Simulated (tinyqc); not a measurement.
Ellipsometry and reflectance of a transparent film on an absorbing substrate: two steps of the calculation.

Air (index 1), film, substrate with N2 = n2 - i k2; time factor exp(+i w t). q_j = sqrt(N_j^2 - sin^2 th), root with positive real part. Fresnel coefficients r_s = (q_a - q_b)/(q_a + q_b), r_p = (N_b^2 q_a - N_a^2 q_b)/(N_b^2 q_a + N_a^2 q_b). tan(Psi) exp(i Delta) = R_p/R_s, Delta taken from 0 to 360 degrees.

Values chosen for this exercise; indices close to those of aluminium oxide on silicon: wavelength lam = 800 nm; angle of incidence th = 65 degrees; index of the transparent film n1 = 1.647; film thickness d = 9.2 nm; index of the substrate n2 = 3.692; extinction coefficient of the substrate k2 = 0.0065.

Question 1. Interface coefficients and thickness period. q0, q1, q2 and the coefficients r01 and r12 for p and s; the results repeat in d with the period lam/(2 q1).

Give: q0; q1; q2; r01,p; r01,s; r12,p; r12,s; period.

Answer 1.

q0 = 0.4226
q1 = 1.375
q2 = 3.579-0.007i
r01,p = -0.09074
r01,s = -0.5299
r12,p = 0.3176-0.0007i
r12,s = -0.4448+0.0008i
period = 290.9 nm

Question 2. Psi, Delta and reflectances. beta = 2 pi d q1/lam, X = exp(-2 i beta), R = (r01 + r12 X)/(1 + r01 r12 X) for p and s.

q1 = 1.3752146
r01,p = -0.090742127
r01,s = -0.52985812
r12,p = 0.31759714-0.00074074i
r12,s = -0.44483508+0.00075137i

Find: beta; X; R_p; R_s; Psi; Delta; |R_p|^2; |R_s|^2.

Answer 2.

beta = 0.099368 rad
X = 0.98032-0.19743i
R_p = 0.22647-0.06661i
R_s = -0.78617+0.04197i
Psi = 16.691 degrees
Delta = 166.67 degrees
|R_p|^2 = 0.055726
|R_s|^2 = 0.61982

The bare substrate gives Psi = 16.50 and Delta = 179.83 degrees.

Program tinyqc, `OMP_NUM_THREADS=1 python tinyqc.py 2870159 2870160 out.jsonl`; Intel Xeon 2.30GHz, shared host, one thread, about 0.01 s.
